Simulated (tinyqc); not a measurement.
Inside a calculation (part 3 of 3). Method: UHF in the 6-31g basis, for H4+, spin multiplicity 2. Computed by tinyqc, a small Python program that keeps every step (integrals from PySCF). Command: `OMP_NUM_THREADS=1 python tinyqc.py 27968 27969 out.jsonl` (the two numbers bound the seeds that draw the settings). One thread of a shared host (Intel(R) Xeon(R) Processor @ 2.60GHz), about 0.1 s of CPU time with the checks.

Geometry (angstrom):
```
atom         x         y         z
H     0.000000  0.000000  0.000000
H     0.000000  0.000000  1.145000
H     0.000000  0.000000  2.468000
H     0.000000  0.000000  3.613000
```

## Iteration 13 (converged): orbitals

converged F(alpha) (hartree), lower triangle:
```
           1H 1s      1H 2s      2H 1s      2H 2s      3H 1s      3H 2s      4H 1s      4H 2s
1H 1s  -0.382126
1H 2s  -0.701161  -0.629418
2H 1s  -0.430159  -0.503282  -0.246089
2H 2s  -0.534009  -0.573423  -0.637552  -0.656071
3H 1s  -0.016874  -0.077939  -0.198817  -0.326886  -0.246085
3H 2s  -0.114121  -0.198348  -0.326887  -0.428006  -0.637549  -0.656069
4H 1s   0.013804   0.001964  -0.016874  -0.114120  -0.430158  -0.534009  -0.382125
4H 2s   0.001964  -0.029935  -0.077939  -0.198348  -0.503281  -0.573422  -0.701161  -0.629418
```

converged F(beta) (hartree), lower triangle:
```
           1H 1s      1H 2s      2H 1s      2H 2s      3H 1s      3H 2s      4H 1s      4H 2s
1H 1s   0.041619
1H 2s  -0.369733  -0.346739
2H 1s  -0.275294  -0.382068  -0.219752
2H 2s  -0.319446  -0.408437  -0.612434  -0.614350
3H 1s  -0.047700  -0.136869  -0.302438  -0.421297  -0.219754
3H 2s  -0.110789  -0.229451  -0.421296  -0.508681  -0.612436  -0.614351
4H 1s  -0.013819  -0.030552  -0.047700  -0.110789  -0.275295  -0.319446   0.041622
4H 2s  -0.030552  -0.076244  -0.136869  -0.229451  -0.382070  -0.408438  -0.369732  -0.346738
```

X, lower triangle:
```
           1H 1s      1H 2s      2H 1s      2H 2s      3H 1s      3H 2s      4H 1s     4H 2s
1H 1s   1.254865
1H 2s  -0.496562   1.689770
2H 1s  -0.006222   0.073937   1.278440
2H 2s   0.006122  -0.849745  -0.611040   2.323267
3H 1s  -0.011003  -0.006728   0.011077   0.088294   1.278440
3H 2s   0.045033   0.329088   0.088294  -1.051000  -0.611040   2.323267
4H 1s  -0.001196  -0.016695  -0.011003   0.045033  -0.006222   0.006122   1.254865
4H 2s  -0.016695  -0.104572  -0.006728   0.329088   0.073937  -0.849745  -0.496562  1.689770
```

Diagonalise F' = X^T F X, C = X C', fill 2 alpha and 1 beta electrons from the bottom; D(s) = C_occ C_occ^T. Each column has its largest component positive (the first on a tie).

F' = X^T F X (alpha) (hartree), lower triangle:
```
           1          2          3          4          5          6          7          8
1   0.110540
2  -0.608521  -0.029016
3  -0.191900  -0.108467   0.268153
4  -0.186982  -0.229600  -0.631498   0.114110
5   0.002212   0.018461  -0.043766  -0.046073   0.268157
6   0.055530  -0.016035  -0.046073  -0.204434  -0.631496   0.114111
7   0.001838  -0.008765   0.002212   0.055530  -0.191900  -0.186982   0.110541
8  -0.008764   0.019043   0.018461  -0.016035  -0.108466  -0.229600  -0.608521  -0.029015
```

orbital energies (alpha) (hartree): MO1 -0.932591, MO2 -0.838844, MO3 -0.265299, MO4 -0.016346, MO5 0.602919, MO6 0.641380, MO7 0.831442, MO8 0.904919

coefficients C (alpha):
```
            MO1        MO2        MO3        MO4        MO5        MO6        MO7        MO8
1H 1s  0.234026  -0.287675   0.227746   0.115260   0.738383   0.899251   0.516907  -0.005732
1H 2s  0.205468  -0.244278   0.603838   0.932790  -0.704248  -0.981212  -0.789415   0.728331
2H 1s  0.217066  -0.165157  -0.178422  -0.250428   0.483057  -0.014181  -0.811288   0.980149
2H 2s  0.187411  -0.297612  -0.493647  -1.415029  -0.237824   0.285185   0.864574  -2.112037
3H 1s  0.217061   0.165161  -0.178421   0.250429   0.483055   0.014159  -0.811267  -0.980168
3H 2s  0.187403   0.297616  -0.493640   1.415034  -0.237827  -0.285172   0.864529   2.112056
4H 1s  0.234021   0.287680   0.227744  -0.115261   0.738351  -0.899275   0.516911   0.005740
4H 2s  0.205464   0.244284   0.603832  -0.932793  -0.704216   0.981233  -0.789404  -0.728346
```

F' = X^T F X (beta) (hartree), lower triangle:
```
           1          2          3          4          5          6          7         8
1   0.437641
2  -0.465048   0.089915
3  -0.116451  -0.058732   0.282783
4  -0.095617  -0.171431  -0.626899   0.119810
5  -0.011896   0.000742  -0.103840  -0.107616   0.282781
6   0.042910  -0.033706  -0.107616  -0.274685  -0.626900   0.119810
7  -0.008430  -0.020010  -0.011896   0.042910  -0.116451  -0.095617   0.437643
8  -0.020010   0.006141   0.000742  -0.033706  -0.058733  -0.171431  -0.465048  0.089917
```

orbital energies (beta) (hartree): MO1 -0.832590, MO2 -0.391093, MO3 -0.159801, MO4 0.038372, MO5 0.667831, MO6 0.749896, MO7 0.873896, MO8 0.913790

coefficients C (beta):
```
            MO1        MO2        MO3        MO4        MO5        MO6        MO7        MO8
1H 1s  0.091556  -0.187196   0.200275   0.081198   0.625283  -0.928766  -0.692494  -0.022485
1H 2s  0.025288  -0.264459   0.736556   1.009126  -0.446987   0.886723   0.884869   0.740604
2H 1s  0.265598  -0.184057  -0.100129  -0.232334   0.657918  -0.007268   0.676049   0.981322
2H 2s  0.340428  -0.381799  -0.408448  -1.412377  -0.450583  -0.201194  -0.772703  -2.109951
3H 1s  0.265600   0.184057  -0.100127   0.232335   0.657918   0.007290   0.676046  -0.981323
3H 2s  0.340431   0.381800  -0.408438   1.412378  -0.450589   0.201174  -0.772701   2.109953
4H 1s  0.091556   0.187193   0.200275  -0.081199   0.625264   0.928769  -0.692507   0.022487
4H 2s  0.025287   0.264454   0.736553  -1.009130  -0.446968  -0.886719   0.884879  -0.740607
```

D(alpha) after iteration 13, lower triangle:
```
           1H 1s      1H 2s      2H 1s      2H 2s     3H 1s     3H 2s     4H 1s     4H 2s
1H 1s   0.137525
1H 2s   0.118357   0.101889
2H 1s   0.098311   0.084944   0.074395
2H 2s   0.129475   0.111207   0.089833   0.123696
3H 1s   0.003285   0.004254   0.019839  -0.008474  0.074394
3H 2s  -0.041759  -0.034196  -0.008475  -0.053453  0.089832  0.123695
4H 1s  -0.027991  -0.022190   0.003285  -0.041759  0.098310  0.129474  0.137525
4H 2s  -0.022190  -0.017457   0.004254  -0.034196  0.084944  0.111207  0.118359  0.101890
```

D(beta) after iteration 13, lower triangle:
```
          1H 1s     1H 2s     2H 1s     2H 2s     3H 1s     3H 2s     4H 1s     4H 2s
1H 1s  0.008382
1H 2s  0.002315  0.000639
2H 1s  0.024317  0.006716  0.070542
2H 2s  0.031168  0.008609  0.090417  0.115891
3H 1s  0.024317  0.006716  0.070543  0.090418  0.070543
3H 2s  0.031168  0.008609  0.090418  0.115892  0.090418  0.115893
4H 1s  0.008382  0.002315  0.024317  0.031168  0.024317  0.031168  0.008382
4H 2s  0.002315  0.000639  0.006716  0.008608  0.006716  0.008609  0.002315  0.000639
```

## Convergence

Stop when the energy changes by less than 1e-10 hartree and every element of the error matrix X^T (F D S - S D F) X (for each spin) is below 3e-06.

Course of the cycle:
```
iteration  E (hartree)     change  largest element of the error matrix
1           1.32103970          -                             3.00e-01
2          -1.59480144  -2.92e+00                             6.73e-02
3          -1.69291383  -9.81e-02                             2.73e-02
4          -1.70404322  -1.11e-02                             1.54e-02
5          -1.70955841  -5.52e-03                             6.72e-03
6          -1.71159814  -2.04e-03                             1.94e-03
7          -1.71173381  -1.36e-04                             5.90e-04
8          -1.71176073  -2.69e-05                             2.28e-04
9          -1.71176336  -2.63e-06                             6.88e-05
10         -1.71176345  -9.55e-08                             2.80e-05
11         -1.71176347  -1.77e-08                             5.94e-06
12         -1.71176347  -1.75e-09                             1.18e-06
13         -1.71176347  -2.67e-11                             4.49e-07
```

PySCF UHF in the same basis, after a stability check = -1.71176347 hartree

Converged in 13 iterations.

## Populations, bond orders and dipole

overlap S, lower triangle:
```
          1H 1s     1H 2s     2H 1s     2H 2s     3H 1s     3H 2s     4H 1s     4H 2s
1H 1s  1.000000
1H 2s  0.658292  1.000000
2H 1s  0.171395  0.355854  1.000000
2H 2s  0.355854  0.685552  0.658292  1.000000
3H 1s  0.000630  0.038123  0.099828  0.289647  1.000000
3H 2s  0.038123  0.173078  0.289647  0.604087  0.658292  1.000000
4H 1s  0.000000  0.001501  0.000630  0.038123  0.171395  0.355854  1.000000
4H 2s  0.001501  0.023306  0.038123  0.173078  0.355854  0.685552  0.658292  1.000000
```

Mulliken: Z minus the diagonal of D S on the atom; Loewdin: the same with S^(1/2) D S^(1/2); Mayer order: 2 sum_s sum (D(s) S)_ij (D(s) S)_ji over the two atoms.

Charges (e):
```
atom  Mulliken   Loewdin  Mulliken spin
1H    0.404596  0.362876       0.518219
2H    0.095406  0.137126      -0.018217
3H    0.095405  0.137125      -0.018225
4H    0.404593  0.362873       0.518223
```

Mayer bond orders:
```
pair     order
2-1   0.534954
3-1   0.016801
3-2   0.427241
4-1   0.016343
4-2   0.016801
4-3   0.534953
```

dipole moment about the origin, x y z (debye): 0.000000  0.000000  8.676959

<S^2> of the determinant (pure state: 0.75) = 0.881057
